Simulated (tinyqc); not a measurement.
Ion implantation: universal nuclear stopping, Lindhard-Scharff electronic stopping and a Gaussian range profile: one step, computed by the program tinyqc.

An ion slows by elastic collisions with screened nuclei and by friction with electrons; channelling is ignored and the target is uniform.

Problem. Range and straggle. Reduced energy eps = 32.53 M2 E/(Z1 Z2 (M1 + M2)(Z1^0.23 + Z2^0.23)), E in keV; s_n = ln(1 + 1.1383 eps)/(2 (eps + 0.01321 eps^0.21226 + 0.19593 eps^0.5)) for eps up to 30 and ln(eps)/(2 eps) above; S_n = 8.462 Z1 Z2 M1 s_n/((M1 + M2)(Z1^0.23 + Z2^0.23)) in 1e-15 eV cm^2. S_e = k 3.83 Z1^(7/6) Z2/(Z1^(2/3) + Z2^(2/3))^(3/2) sqrt(E/M1) in 1e-15 eV cm^2, E in keV. Path length R = int_0^E dE'/(N (S_n + S_e)); energy lost to nuclei nu = int_0^E S_n/(S_n + S_e) dE' (both with E' = E y^3 and 64 Gauss-Legendre points in y). Estimates of Lindhard type: R_p = R/(1 + M2/(3 M1)), straggle dR_p = (2/3) R_p sqrt(M1 M2)/(M1 + M2).

Inputs (values chosen for the exercise, modelled on fluorine ions in silicon): ion atomic number Z1 = 9; ion mass M1 = 19 u; target atomic number Z2 = 14; target mass M2 = 28.09 u; target density N = 49.94 1/nm^3; ion energy E = 6.5 keV; scale factor of electronic stopping k = 1.4.

Give: path length R; projected range R_p; straggle dR_p; energy lost to nuclei nu.

Solution.

path length R = 29.40 nm

projected range R_p = 19.70 nm

straggle dR_p = 6.442 nm

energy lost to nuclei nu = 5.028 keV

77 % of the energy goes to nuclei over the whole path.
